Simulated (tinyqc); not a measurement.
# Screening length from the swing

Question. In a simple model of a Schottky-barrier transistor a barrier thinner than d = 3.7 nm is transparent, so the effective barrier is pn - psi (1 - exp(-d/lam)) and the swing beyond flat band is Vt ln 10/(1 - exp(-d/lam)). Find the thermionic swing, lam, and the effective barrier at psi = 0.2 V.

Parameters, values chosen for the exercise: temperature T = 300 K; barrier for electrons at both contacts pn = 0.49 eV.

Constants: q = 1.602176634e-19 C, kB = 1.380649e-23 J/K, Vt = kB T/q. Results are converted to the units shown.

swing in the tunnelling range = 106.19366 mV/decade

Solution. The ratio of the two swings is 1 - exp(-d/lam).

Vt ln 10 = 59.53 mV/decade
lam = 4.500 nm
effective barrier = 0.3779 eV

Computed by the program tinyqc: `OMP_NUM_THREADS=1 python tinyqc.py 2390037 2390038 out.jsonl`, one thread of a shared Intel Xeon 2.30GHz, about 0.4 s for the whole run.
